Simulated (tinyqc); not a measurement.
# Changing the target C44

Model: Finnis-Sinclair potential for a bcc metal: fit to cohesion and elasticity, then vacancy, surfaces and structure. Computed by tinyqc, a small Python program. Command: `OMP_NUM_THREADS=1 python tinyqc.py 3110549 3110550 out.jsonl fsfit sweep`. One thread of a shared host (Intel(R) Xeon(R) Processor @ 2.30GHz), about 0.01 s of CPU time with the checks.

E = (1/2) sum V(r) - A sqrt(rho), rho = sum phi(r), phi = (r - d)^2 for r < d, V = (r - c)^2 (c0 + c1 r + c2 r^2) for r < c. In bcc the 8 first neighbours lie at sqrt(3) a/2 and the 6 second at a; both cut-offs lie below the third shell; Omega = a^3/2; E is per atom and z the number of atoms in a shell. The four constants A, c0, c1, c2 are fitted to E_c, zero pressure, B and C12 - C44 alone, so C44 and C11 - C12 are not matched singly; defects are unrelaxed.

Inputs (values chosen for the exercise, modelled on vanadium):
```
quantity             value      unit
lattice constant a    3.04  angstrom
cohesive energy E_c   5.32        eV
target C11             227       GPa
target C12             120       GPa
density cut-off d/a  1.216         -
pair cut-off c/a     1.268         -
```

Constants: 1 eV/angstrom^3 = 160.2176634 GPa.

Method:
- rho = sum z phi, rho1 = sum z r phi', rho2 = sum z r^2 phi''. At zero pressure the effective pair part V + 2 F' phi obeys C12 = C44, so C12 - C44 = F'' (rho1/3)^2/Omega with F'' = A/(4 rho^(3/2)); this gives A.
- With v_k = (r - c)^2 r^k the rows are (1/2) sum z v_k, (1/2) sum z r v_k' and (1/2) sum z r^2 v_k''. With rho1 = sum z r phi' and rho2 = sum z r^2 phi'' the right-hand sides are: -E_c + A sqrt(rho) (cohesion); A rho1/(2 sqrt(rho)) (zero pressure); 9 B Omega + A [rho2/(2 sqrt(rho)) - rho1^2/(4 rho^(3/2))] with B = (C11 + 2 C12)/3.
- Solve the three equations.
- Second differences of E with strains of 1e-4: e_xx gives C11, (e_xx, e_yy) = (1, -1) gives 2 (C11 - C12), an engineering shear gives C44. B and C12 - C44 are fitted; the one combination left tests the choice of d.
- E_v = -A sum_shells z [sqrt(rho - phi(r)) - sqrt(rho)] - (1/2) sum z V(r): the neighbours lose one bond each, and the atom is put back in the bulk.

One run for each value:
```
target C44 (GPa)  A (eV/angstrom)  E_v/E_c  error of C44 (%)
25.1                       2.5160  0.21088            72.614
29.9                       2.3888  0.25079            48.305
34.7                       2.2615  0.29070            30.721
39.5                       2.1343  0.33062            17.411
44.3                       2.0070  0.37053             6.985
49.1                       1.8797  0.41044            -1.402
53.9                       1.7525  0.45036            -8.296
58.7                       1.6252  0.49027           -14.062
```

Describe and explain the trends.

Over the rows, A (eV/angstrom) falls from 2.52 to 1.63 (exponent d ln y / d ln x -0.30 between the first rows and -0.88 between the last); E_v/E_c rises from 0.211 to 0.490 (exponent d ln y / d ln x about 0.99 throughout); error of C44 (%) falls from 72.6 to -14.1. A is proportional to C12 - C44; as the Cauchy pressure shrinks the model tends to a pair potential, for which E_v/E_c = 1.
